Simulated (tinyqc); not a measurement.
Bias-temperature instability, empirical power law with universal recovery: two steps of the calculation.

Threshold-voltage shift at the end of a stress: dV = A (V/V0)^g exp[-(Ea q/kB)(1/T - 1/T0)] (t/1 s)^n. After a delay tr the permanent share pp stays and the rest falls by r = 1/(1 + B (tr/t)^be). An empirical model: its parameters are fits, not properties.

Values chosen for this exercise: reference stress voltage V0 = 1.8 V; reference temperature T0 = 398 K; shift after 1 s at V0 and T0 A = 5.8 mV; time exponent n = 0.2; voltage exponent g = 5.9; apparent activation energy of the shift Ea = 0.1 eV; permanent share pp = 0.19; recovery scale B = 3.1; recovery dispersion be = 0.14; use voltage V = 0.8 V; use temperature T = 328 K; failure criterion dc = 50 mV; delay before the measurement tr = 0.001 s.

Constants: q = 1.602176634e-19 C, kB = 1.380649e-23 J/K. Results are converted to the units shown.

Question 1. Shift and lifetime at use conditions. The lifetime solves dV = dc; ten years are 3.15576e8 s.

Find: voltage factor; temperature factor; shift after ten years; lifetime; largest voltage for ten years.

Answer 1.

voltage factor = 0.008358
temperature factor = 0.5367
shift after ten years = 1.304 mV
lifetime = 8.302e8 years
largest voltage for ten years = 1.484 V

The device passes: the shift at ten years is below dc. A lifetime beyond 100 years is a far extrapolation of the power law. In time the voltage exponent is g/n = 29.5 and the activation energy Ea/n = 0.500 eV.

Question 2. What a delayed measurement sees. At V0 and T0, measured shift = dV [pp + (1 - pp) r]; the apparent exponent is the slope of ln(shift) against ln t between the first and last point.

t, point 0 to 2 (s): [10, 100, 1000]

Wanted: dV; share left; measured; apparent n.

Answer 2.

dV, point 0 to 2 (mV): [9.192, 14.57, 23.09]
share left, point 0 to 2: [0.6269, 0.6905, 0.7494]
measured, point 0 to 2 (mV): [5.763, 10.06, 17.30]
apparent n = 0.2387

The delay hides 25.1 % of the last shift and raises the exponent from 0.2 to 0.239, since short stresses recover by a larger share.

Numbers from tinyqc (`OMP_NUM_THREADS=1 python tinyqc.py 2070114 2070115 out.jsonl`; about 0.01 s on one thread of a shared Intel Xeon 2.30GHz).
